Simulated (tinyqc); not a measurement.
Sp3 tight binding, zinc-blende lattice, step by step. One step of it, computed by the program tinyqc.

Question. Levels at k. Diagonalise the Hermitian matrix.

H(k) at k (eV), lower triangle (Hermitian):
```
                      a s                 a px                 a py                 a pz
a s            -13.520000
a px             0.000000            -5.910000
a py             0.000000             0.000000            -5.910000
a pz             0.000000             0.000000             0.000000            -5.910000
c s   -8.155830-0.257494i  -3.661654-0.257931i   0.436138+2.165496i  -0.102122-9.248282i
c px   3.661654+0.257931i   3.847879+0.121484i  0.142129+12.871372i  -0.606999-3.013847i
c py  -0.436138-2.165496i  0.142129+12.871372i   3.847879+0.121484i   5.096137+0.358978i
c pz   0.102122+9.248282i  -0.606999-3.013847i   5.096137+0.358978i   3.847879+0.121484i

             c s       c px       c py       c pz
c s   -13.520000
c px    0.000000  -5.910000
c py    0.000000   0.000000  -5.910000
c pz    0.000000   0.000000   0.000000  -5.910000
```

Give: eigenvalues; weights |c|^2 of the basis functions.

Answer.

eigenvalues (eV): -26.0081  -20.8061  -20.3609  -18.0640  2.2389  3.0070  8.2216  9.2715

weights |c|^2 of the basis functions:
```
      band 1  band 2  band 3  band 4  band 5  band 6  band 7  band 8
a s   0.4128  0.0232  0.0353  0.1420  0.3043  0.0726  0.0028  0.0068
a px  0.0002  0.2857  0.1935  0.0010  0.0584  0.0382  0.1619  0.2610
a py  0.0129  0.1728  0.2686  0.0445  0.0006  0.0015  0.3222  0.1768
a pz  0.0740  0.0183  0.0026  0.3124  0.1366  0.3876  0.0130  0.0554
c s   0.4128  0.0232  0.0353  0.1420  0.3043  0.0726  0.0028  0.0068
c px  0.0002  0.2857  0.1935  0.0010  0.0584  0.0382  0.1619  0.2610
c py  0.0129  0.1728  0.2686  0.0445  0.0006  0.0015  0.3222  0.1768
c pz  0.0740  0.0183  0.0026  0.3124  0.1366  0.3876  0.0130  0.0554
```
